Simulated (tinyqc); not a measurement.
# A chain with uneven site energies and dephasing by Buettiker voltage probes, step by step

Computed by the program tinyqc: `OMP_NUM_THREADS=1 python tinyqc.py 2700104 2700105 out.jsonl`, one thread of a shared Intel Xeon 2.30GHz, about 0.01 s for the whole run. Printed values are rounded.

Sites 1 to 4 form a chain with hopping -t. Lead L joins site 1 and lead R site 4, both semi-infinite chains with hopping -t and site energy 0. Every site carries a probe with self-energy -i Gamma_p/2 that draws no net current. Linear response at zero temperature: mu_L = 1, mu_R = 0 in units of the bias.

Values chosen for this exercise:
```
symbol,value,unit,meaning
t,1,eV,hopping (matrix element -t)
U,"[1.09, 0.92, 0.89, 0.4]",eV,site energies 1 to N
E,-0.95,eV,Fermi energy
gp,0.83,eV,probe broadening Gamma_p
```

Constants: q = 1.602176634e-19 C, h = 6.62607015e-34 J s. Results are converted to the units shown.

## Green function

Sigma = t^2 g(E), g(x) = (x - i sqrt(4 t^2 - x^2))/(2 t^2) for |x| < 2 t and (x - sign(x) sqrt(x^2 - 4 t^2))/(2 t^2) otherwise; Gamma = -2 Im Sigma; G = (E - H - Sigma_L - Sigma_R + i Gamma_p/2)^(-1).

Sigma = -0.475000-0.879986i eV
Gamma = 1.75997 eV

G (1/eV):
```
	1	2	3	4
1	-0.283486-0.451268i	-0.028041-0.339123i	0.090313-0.171256i	0.123146-0.013467i
2	-0.028041-0.339123i	-0.483045-0.494415i	-0.080434-0.384969i	0.175283-0.180548i
3	0.090313-0.171256i	-0.080434-0.384969i	-0.400487-0.515256i	0.129707-0.396900i
4	0.123146-0.013467i	0.175283-0.180548i	0.129707-0.396900i	-0.101337-0.603577i
```

## Transmissions between terminals

With Gamma the broadening by one lead, T_RL = Gamma^2 |G_(4,1)|^2, T_pL = Gamma Gamma_p |G_(p,1)|^2, T_pR = Gamma Gamma_p |G_(p,4)|^2, T_pq = Gamma_p^2 |G_(p,q)|^2 for p != q.

T_RL = 0.0475350

```
probe	T_pL	T_pR
1	0.414871	0.022417
2	0.169145	0.092499
3	0.054757	0.254692
4	0.022417	0.547169
```

T_pq:
```
	1	2	3	4
1	0.000000	0.079768	0.025823	0.010572
2	0.079768	0.000000	0.106553	0.043622
3	0.025823	0.106553	0.000000	0.120112
4	0.010572	0.043622	0.120112	0.000000
```

## Probe potentials and effective transmission

No current into probe p: W mu = T_pL with W_pp = T_pL + T_pR + sum_q T_pq and W_pq = -T_pq. Then T_eff = T_RL + sum_p T_pR mu_p, and the resistance is (h/2q^2)/T_eff.

W:
```
	1	2	3	4
1	0.553452	-0.079768	-0.025823	-0.010572
2	-0.079768	0.491587	-0.106553	-0.043622
3	-0.025823	-0.106553	0.561938	-0.120112
4	-0.010572	-0.043622	-0.120112	0.743894
```

mu_p, probe 1 to 4: 0.843323  0.548822  0.265302  0.117140
T_eff = 0.248872
resistance = 51.8597 kohm

Without probes the transmission is 0.3755. With them, 19.1 % of the current crosses without entering a probe.

## Current at both leads

In units of (2 q^2/h) times the bias, T_RL + sum_p T_pL (1 - mu_p) leaves L and T_RL + sum_p T_pR mu_p enters R.

current leaving L = 0.248872
current entering R = 0.248872

The two are equal: the probes conserve the current.
